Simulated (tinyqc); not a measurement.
From results back to parameters: exchange-split free-electron bands and tunnelling magnetoresistance. Three cases, with inputs chosen for the exercise.

Problem. The electron density n_up + n_dn and the polarisation of the density of states, P = (k_up - k_dn)/(k_up + k_dn), are given; EF and Dx are hidden.

Majority and minority bands E = c k^2/m -/+ Dx/2, c = hbar^2/2m0, so k_up = sqrt(m (EF + Dx/2)/c), k_dn = sqrt(m (EF - Dx/2)/c); n_s = k_s^3/(6 pi^2), D_s = m k_s/(4 pi^2 c).

Constants: hbar^2/2m0 = 3.80998211 eV angstrom^2.

Case 1.

Values chosen: m = 1.14 m0 (mass in the electrodes).
n = 0.0497174 1/angstrom^3
P = 0.382295

Case 2.

Values chosen: m = 0.83 m0 (mass in the electrodes).
n = 0.0388427 1/angstrom^3
P = 0.411846

Case 3.

Values chosen: m = 1.21 m0 (mass in the electrodes).
n = 0.0781110 1/angstrom^3
P = 0.269145

Find: k_up, k_dn; EF; Dx.

Solution. k_dn/k_up = (1 - P)/(1 + P); n then fixes k_up; EF is the mean and Dx the difference of the two kinetic energies.

Case 1.

k_up, k_dn (1/angstrom): 1.3930  0.6225

EF = 3.89 eV
Dx = 5.19 eV

Case 2.

k_up, k_dn (1/angstrom): 1.2897  0.5373

EF = 4.48 eV
Dx = 6.31 eV

Case 3.

k_up, k_dn (1/angstrom): 1.5719  0.9052

EF = 5.18 eV
Dx = 5.20 eV

Computed by tinyqc, one run a case: `OMP_NUM_THREADS=1 python tinyqc.py N N+1 out.jsonl` with N = 1681679, 1681734, 1681766; one thread of a shared Intel(R) Xeon(R) Processor @ 2.30GHz, about 0.01 s a run at most.
